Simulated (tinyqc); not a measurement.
From flux J back to film thickness L: heat flow across a film from the phonon Boltzmann equation in the relaxation-time approximation. Computed by tinyqc, a small Python program. Command: `OMP_NUM_THREADS=1 python tinyqc.py 3012395 3012396 out.jsonl slabbte inv`. One thread of a shared host (Intel(R) Xeon(R) Processor @ 2.30GHz), about 0.04 s of CPU time with the checks.

Two black walls, hot at x = 0 and cold at x = L, emit phonons isotropically. For one free path Lambda, with tau = x/Lambda, tau_L = L/Lambda and phi = (T - T_cold)/Delta T, energy balance gives phi(tau) = (1/2) [E2(tau) + int_0^tau_L phi(s) E1(|tau - s|) ds]; E_n are the exponential integrals. The flux over the ballistic flux C v Delta T/4 is psi = 1 - 2 int_0^tau_L phi(s) E2(s) ds, and kappa_eff/kappa = (3/4) tau_L psi. kappa = C v Lambda/3 is an input, so at fixed kappa a longer free path means a smaller C v.

Inputs (values chosen for the exercise, modelled on gallium nitride):

| quantity | value | unit |
|---|---|---|
| bulk conductivity kappa | 197 | W/(m K) |
| wall temperature difference Delta T | 13 | K |
| free path Lambda_1 | 130 | nm |
| free path Lambda_2 | 1300 | nm |
| share f_2 of kappa | 0.18 | - |

Free-path groups: two.

Method:
- Cut the film into n equal cells with constant phi, collocated at the centres c_i: the kernel integrates to A_ij = |E2(|c_i - e_j|) - E2(|c_i - e_(j+1)|)|/2 for cell edges e_j, and A_ii = 1 - E2(half a cell); solve (1 - A) phi = E2(c)/2; psi = 1 - 2 sum_j phi_j [E3(e_j) - E3(e_(j+1))].
- Each group is solved on its own with 150 and 300 cells, psi = (4 psi(300) - psi(150))/3, and weighted by its share of kappa (f_1 is what the others leave); exchange of energy between groups inside the film is left out.
- Flux J = kappa_eff Delta T/L; apparent boundary resistance per wall (L/kappa_eff - L/kappa)/2.

Question. A run gave the result below. Find the film thickness L, known to lie between 7.4 and 27 nm.

flux J = 11.29003 GW/m^2

Answer.

Each step takes the trial c = (a f_b - b f_a)/(f_b - f_a), f being the result less the target and a, b, c the logarithms of the listed values; c replaces end b, the old b replaces a if the sign of f changed, and otherwise f_a is halved.

Scan of the range:

| film thickness L (nm) | flux J (GW/m^2) |
|---|---|
| 7.40 | 11.7632 |
| 9.18 | 11.6296 |
| 11.40 | 11.4692 |
| 14.10 | 11.2826 |
| 17.50 | 11.0593 |
| 21.80 | 10.7933 |
| 27.00 | 10.4930 |

False position (Illinois rule, in the logarithm of the input) inside the bracket:

| step | end a | end b | trial | flux J (GW/m^2) |
|---|---|---|---|---|
| 1 | 11.4000 | 14.1000 | 13.9810 | 11.2906 |
| 2 | 14.1000 | 13.9810 | 13.9899 | 11.2900 |
| 3 | 14.1000 | 13.9899 | 13.9900 | 11.2900 |
| 4 | 13.9899 | 13.9900 | 13.9899 | 11.2900 |

Flux J falls at every point of a 13-point scan of the range (every second point is shown), so one value fits; it is bracketed by 11.4 and 14.1. Answer: film thickness L = 13.99 nm.
